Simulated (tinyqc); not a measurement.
Gated two-dimensional channel with two bands, quantum capacitance: one step of the calculation.

phi is the Fermi level above the lowest band edge, in volts; Vg is counted from the gate voltage at which an empty channel would have phi = 0. The channel has no thickness; trap charge is -q Dit phi.

Question. Gate capacitance. Cox = eps0 eox/tox.

Parameters, values chosen for the exercise: relative permittivity of the gate insulator (close to silicon dioxide) eox = 3.9; insulator thickness tox = 4.8 nm.

Constants: eps0 = 8.8541878128e-14 F/cm where lengths are in cm. Results are converted to the units shown.

Wanted: Cox.

Answer.

Cox = 0.7194 uF/cm^2

Program tinyqc, `OMP_NUM_THREADS=1 python tinyqc.py 2200133 2200134 out.jsonl`; Intel Xeon 2.30GHz, shared host, one thread, about 0.01 s.
